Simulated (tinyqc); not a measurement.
Kronig-Penney superlattice by transfer matrices: one step. Mass along the axis. Two cases, with inputs chosen for the exercise.

Question. With f(E) = tr M/2, 1 - (q d)^2/2 = 1 + f'(E_bottom)(E - E_bottom) gives m_z = -2 c f'/d^2 (f' by a central difference of 1e-6 eV at the bottom of band 1). The cosine form gives 4 c/(W d^2), W the width of band 1 between tr M/2 = +1 and -1.

Wells (width a, potential 0, mass mw) alternate with barriers (width b, height V0, mass mb); period d = a + b; c = hbar^2/2m0. The vector (psi, psi'/m) is continuous, and a layer of thickness t carries it by M = [[cos kt, (m/k) sin kt], [-(k/m) sin kt, cos kt]] with k = sqrt(m (E - V)/c); for E < V, k = i kappa gives [[cosh, (m/kappa) sinh], [(kappa/m) sinh, cosh]] of kappa t. A Bloch state obeys cos(q d) = tr(Mb Mw)/2.

Constants: hbar^2/2m0 = 3.80998211 eV angstrom^2.

Case 1.

Values chosen (near those of a GaAs superlattice with barriers of AlGaAs; the results hold for these values, not for the real material):
- a = 101 angstrom (well width)
- b = 51 angstrom (barrier width)
- V0 = 0.178 eV (barrier height)
- mw = 0.0668 m0 (mass in the wells)
- mb = 0.0853 m0 (mass in the barriers)

Case 2.

Values chosen (near those of a GaAs superlattice with barriers of AlGaAs; the results hold for these values, not for the real material):
- a = 78 angstrom (well width)
- b = 28 angstrom (barrier width)
- V0 = 0.186 eV (barrier height)
- mw = 0.0689 m0 (mass in the wells)
- mb = 0.0861 m0 (mass in the barriers)

Give: f'; m_z; m_z of the cosine form; W.

Answer.

Case 1.

f' = -756.8 1/eV
m_z = 0.2496 m0
m_z of the cosine form = 0.2284 m0
W = 2.89 meV

The mass along the axis is 3.74 times mw.

Case 2.

f' = -156.1 1/eV
m_z = 0.1058 m0
m_z of the cosine form = 0.07799 m0
W = 17.39 meV

The mass along the axis is 1.54 times mw.

Computed by tinyqc, one run a case: `OMP_NUM_THREADS=1 python tinyqc.py N N+1 out.jsonl` with N = 1250663, 1250752; one thread of a shared Intel(R) Xeon(R) Processor @ 2.30GHz, about 0.07 s a run at most.
